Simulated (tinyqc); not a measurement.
Inside a calculation: propagation of a band-gap error through k.p and effective-mass formulas. Values are carried at full precision from step to step, so a last printed digit may differ when a step is redone from the rounded ones.

Chain, for a gap E (the reference Eg or another value), with Ep and Dso kept: 1/me = 1 + Ep (E + 2 Dso/3)/(E (E + Dso)); g* = 2 - 2 Ep Dso/(3 E (E + Dso)); g1(E) = g1 + (Ep/3)(1/E - 1/Eg), g2(E) = g2 + (Ep/6)(1/E - 1/Eg), light hole 1/(g1 + 2 g2), heavy hole 1/(g1 - 2 g2) along [100]; optical constant ei(E) = 1 + (ei - 1)(EP/(EP + E - Eg))^2, static e0(E) = ei(E) + e0 - ei.

Constants: Ry = 13.60569312 eV; a0 (Bohr radius) = 0.5291772105 angstrom; kB = 8.617333262e-05 eV/K; hbar^2/2m0 = 3.80998211 eV angstrom^2.

Values chosen for the exercise (reference values near those of GaSb, gap at low temperature; not measured data):
- Eg = 0.797 eV (gap at Gamma to the s-like level)
- Dso = 0.758 eV (spin-orbit splitting)
- Ep = 27.5 eV (Kane energy)
- g1 = 13.36 (Luttinger gamma1)
- g2 = 4.71 (gamma2)
- e0 = 15.94 (static dielectric constant)
- ei = 14.2 (optical dielectric constant)
- EP = 4.24 eV (mean (Penn) gap)
- Eg2 = 1.443 eV (a wrong gap, of the size a hybrid with far too much exact exchange can give)
- mh = 0.36 m0 (density-of-states mass of the holes)
- T = 77 K (temperature)
- k = 0.049 1/angstrom (wave vector)

## Masses, g factor and screening for both gaps

Evaluate the chain at Eg and at Eg2.

Band values at the two gaps:
```
quantity      at Eg   at Eg2  ratio
me          0.03345  0.05596  1.673
g*           -9.213   -2.375      -
g1            13.36    8.211  0.615
g2            4.710    2.136  0.453
light hole  0.04390  0.08011  1.825
heavy hole   0.2538   0.2538  1.000
ei            14.20    10.94  0.770
e0            15.94    12.68  0.796
```

The gap is off by a factor of 1.81; the electron mass follows with 1.67 and the light hole with 1.83, while the heavy hole, which does not couple to the conduction level, keeps its value. The optical constant changes less, by -23 %, as it answers to the mean gap, which shifts by the same +0.65 eV on a base of 4.24 eV. g* moves by +6.84; remote bands, left out here, shift it by tenths or, where it is large, by some per cent.

## Binding energies and densities for both gaps

Donor: R = Ry me/e0^2, a_B = a0 e0/me, Mott density (0.26/a_B)^3. Nc, Nv = 2 (m kT/(4 pi c))^(3/2), c = hbar^2/2m0, ni = sqrt(Nc Nv) exp(-E/2kT). Exciton: Ry mu/e0^2 with 1/mu = 1/me + g1(E). 1 angstrom^-3 = 1e24 cm^-3.

Use the values of the table.

Results:
```
quantity                  at Eg     at Eg2     ratio
R (meV)                   1.791      4.735      2.64
a_B (angstrom)            252.2      119.9     0.475
Mott density (cm^-3)  1.096e+15  1.019e+16      9.30
Nc (cm^-3)            1.996e+16  4.320e+16      2.16
ni (cm^-3)            9.809e-10  1.043e-30  1.06e-21
exciton (meV)             1.238      3.244      2.62
```

Power laws carry the error on: the donor energy (me/e0^2) by a factor of 2.64, the Mott density (cube of me/e0) by 9.30. ni, with its exponential, changes by a factor of 1.06e-21, that is 21.0 decades.

## A scissor shift and what it does not mend

A rigid shift D = Eg - Eg2 of the conduction band restores the gap but leaves the curvature, so the mass stays me(Eg2); redoing the sum 1/m = 1 + Ep (E + 2 Dso/3)/(E (E + Dso)) with E = Eg and the same Ep gives another mass. For optics, eps2 at the edge goes as |p|^2/E^2: a rigid shift keeps the dipole elements p/E, while shifting the energies under unchanged p scales eps2 by (Eg2/Eg)^2.

shift D = -0.646 eV
mass under a rigid shift = 0.0560 m0
mass from the sum with the corrected gap = 0.0334 m0
factor on eps2 if p is left unscaled = 3.278

The rigid shift leaves the mass off by a factor of 1.67. The mass from the corrected gap is the reference me(Eg) here, because the exercise keeps Ep fixed; a real correction of the gap depends on k and changes Ep as well.

## Far from the edge the relative error shrinks

Two-level dispersion E(k) = sqrt(E^2/4 + Ep c k^2) - E/2 at k/4, k, 4k for both gaps, c = hbar^2/2m0.

Energies above the edge:
```
k (1/angstrom)  at Eg (eV)  at Eg2 (eV)  ratio
0.01225             0.0193       0.0108  0.561
0.04900             0.2421       0.1572  0.649
0.19600             1.6469       1.4105  0.856
```

The ratio tends to Eg/Eg2 = 0.55 at k = 0 and goes from 0.561 to 0.856: at large k both curves approach the same slope sqrt(Ep c), while their distance in eV grows towards |Eg - Eg2|/2.

## Checks

- Chain at E = Eg against the inputs g1, g2, ei, e0: they agree to 1e-10 or better.

(tinyqc, `OMP_NUM_THREADS=1 python tinyqc.py 1880885 1880886 out.jsonl`, Intel(R) Xeon(R) Processor @ 2.30GHz, 1 thread, shared host, about 0.01 s.)
